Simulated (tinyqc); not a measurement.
Finite-size error of a charged defect in a periodic cell: Madelung and Makov-Payne terms. Which input was changed? Computed by tinyqc, a small Python program. Command: `OMP_NUM_THREADS=1 python tinyqc.py 3027455 3027456 out.jsonl imagecharge which`. One thread of a shared host (Intel(R) Xeon(R) Processor @ 2.30GHz), about 0.3 s of CPU time with the checks.

L is the cube root of the cell volume. The defect charge is a Gaussian, rho(r) = q (2 pi sigma^2)^(-3/2) exp(-r^2/2 sigma^2), repeated periodically in a uniform neutralising background and screened by a continuum. The model cell energy is E(L) = E_0 + [periodic - isolated electrostatic energy].

Inputs (values chosen for the exercise, with screening close to that of ZnO):
```
quantity,value,unit
charge q,2,e
cell length L,15,angstrom
dielectric constant eps,8.24,-
width sigma of the defect charge,1.4,angstrom
formation energy of the isolated defect E_0,3.055,eV
```

Supercell lattice: sc. Screening: isotropic.

Constants: e^2/(4 pi eps_0) = 14.39964548 eV angstrom.

Method:
- Cell vectors: (1,0,0), (0,1,0), (0,0,1), scaled to volume L^3.
- Ewald sum for a unit point charge: scale each Cartesian component of the cell by 1/sqrt(eps_i), giving R', G' and V'; E = [ (1/2) sum erfc(eta R')/R' + (2 pi/V') sum exp(-G'^2/4 eta^2)/G'^2 - eta/sqrt(pi) - pi/(2 V' eta^2) ] e^2/(4 pi eps_0) / sqrt(eps_x eps_y eps_z), over n_i = -6..6, omitting n = (0,0,0), eta = 2/V'^(1/3). alpha = -2 E eps_g L/(e^2/(4 pi eps_0)), eps_g = (eps_x eps_y eps_z)^(1/3).
- Periodic energy of the Gaussian: (2 pi q^2/V) sum_(G != 0) exp(-sigma^2 G^2)/(G.eps.G) x e^2/(4 pi eps_0), n_i = -k..k with k = max(9, L/sigma rounded up). Isolated energy: q^2/(2 sqrt(pi) sigma) <1/(n.eps.n)> e^2/(4 pi eps_0), the mean over directions n, here 1/eps.
- Second radial moment Q = q <r^2> = 3 q sigma^2; E(corrected) = E(L) + q^2 alpha e^2/(4 pi eps_0)/(2 eps L) - 2 pi q Q e^2/(4 pi eps_0)/(3 eps L^3). Errors left are the corrected energies less E_0.

Task: One of these inputs alone was changed, within the range given: cell length L (7.5 to 30); dielectric constant eps (4.12 to 16.48); width sigma of the defect charge (0.7 to 2.8). Which one, and to what value?

Results:
```
run,point-charge correction -q^2 E (eV),isolated energy (eV),error left after the first term (eV)
before,0.6611016,1.408483,0.02550626
after,0.7576463,1.614172,0.02923109
```

Result:

Each candidate set to reproduce point-charge correction -q^2 E, and what it then gives:
```
candidate,range searched,value needed,isolated energy (eV),error left after the first term (eV)
cell length L (angstrom),7.5 to 30,13.09,1.4085,0.038392
dielectric constant eps,4.12 to 16.48,7.190,1.6142,0.029231
width sigma of the defect charge (angstrom),0.7 to 2.8,no effect,-,-
```

Only dielectric constant eps fits every result: it went from 8.24 to 7.19. The next best candidate, cell length L, misses one result by 31 %.
